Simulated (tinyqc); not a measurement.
Free and trapped electrons in a MOS channel with a dense trap tail: one step of the calculation.

p-type body, charge-sheet picture, full ionisation (an idealisation for deep acceptors), Boltzmann statistics for free electrons. e = Ec - EF at the surface. Acceptor-like traps of density D(E) = D0 + De exp(-E/Ew) at depth E below Ec, from 0 to Eu, hold n_t = integral of D(E)/(1 + exp((e - E)/Vt)). psi = Eg - Vt ln(Nv/Na) - e; N_dep = sqrt(2 eps0 eps_r Na (psi - Vt)/q); n_f = sqrt(N_dep^2 + 2 eps0 eps_r Vt Nc exp(-e/Vt)/q) - N_dep; Vg = Vfb + psi + q (N_dep + n_t + n_f)/Cox, Cox = eps0 eox/tox.

Task. Charges and gate voltage. psi, N_dep, n_f and Vg as defined, with the n_t given; free share n_f/(n_f + n_t); apparent mobility mf n_f/(n_f + n_t); gate voltage spent on traps q n_t/Cox.

Values chosen for this exercise; band and dielectric values close to those of 4H silicon carbide:

| symbol | value | unit | meaning |
|---|---|---|---|
| T | 250 | K | temperature |
| Eg | 3.31 | eV | band gap |
| eps_r | 9.72 |  | relative permittivity |
| Nc | 1.29e19 | cm^-3 | conduction-band density of states at T |
| Nv | 1.88e19 | cm^-3 | valence-band density of states at T |
| eox | 3.9 |  | relative permittivity of the insulator |
| tox | 52 | nm | insulator thickness |
| Na | 9.7e16 | cm^-3 | acceptor density |
| Vfb | -2.32 | V | flat-band voltage without trapped charge |
| mf | 110 | cm^2/(V s) | mobility of free electrons |
| e | 0.071 | eV | Ec - EF at the surface |

Constants: q = 1.602176634e-19 C, kB = 1.380649e-23 J/K, Vt = kB T/q, eps0 = 8.8541878128e-14 F/cm where lengths are in cm. Results are converted to the units shown.

n_t = 1.0377264e12 cm^-2

Give: psi; N_dep; n_f; Vg; free share; apparent mobility; gate voltage spent on traps.

Result.

psi = 3.126 V
N_dep = 1.799e12 cm^-2
n_f = 3.049e10 cm^-2
Vg = 7.722 V
free share = 2.854 %
apparent mobility = 3.140 cm^2/(V s)
gate voltage spent on traps = 2.504 V

Computed by the program tinyqc: `OMP_NUM_THREADS=1 python tinyqc.py 2222013 2222014 out.jsonl`, one thread of a shared Intel Xeon 2.30GHz, about 0.03 s for the whole run.
